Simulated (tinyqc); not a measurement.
Strain-driven roughening and islands of a mismatched epitaxial film: one step, computed by the program tinyqc. Command: `OMP_NUM_THREADS=1 python tinyqc.py 3004726 3004727 out.jsonl island walk`. One thread of a shared host (Intel(R) Xeon(R) Processor @ 2.30GHz), about 0.01 s of CPU time with the checks.

Film and substrate share isotropic elastic constants; the film is coherent and biaxially strained.

Question. A ripple of given wavelength. A ripple A cos(k x) has the surface chemical potential per volume [gamma k^2 - 2 (1 + nu) w k] A cos(k x), so k_c = 2 (1 + nu) w/gamma. With surface diffusion the amplitude grows at the rate q = B k^2 [2 (1 + nu) w k - gamma k^2], fastest at k_m = (3/4) k_c. B is the surface mobility. Stress at the trough = stress x (1 + 2 k A).

Inputs (values chosen for the exercise, modelled on Si(0.5)Ge(0.5) on Si): Poisson ratio nu = 0.25; surface energy gamma = 1.17 J/m^2; surface mobility D_s nu_s Omega^2/(k_B T) = 4.7e-34 m^6/(J s); initial ripple amplitude A0 = 0.25 nm; ripple wavelength over the critical one = 1.6.

Transport: surface diffusion.

k_c = 0.1877538 1/nm

energy density w = 87.8688 MJ/m^3

growth time 1/q at k_m = 13.87513 s

Give: k; rate q; q over the largest rate; stress concentration at A0.

Answer.

k = 0.11735 1/nm

rate q = 0.062562 1/s

q over the largest rate = 0.86806

stress concentration at A0 = 1.0587

The ripple grows.
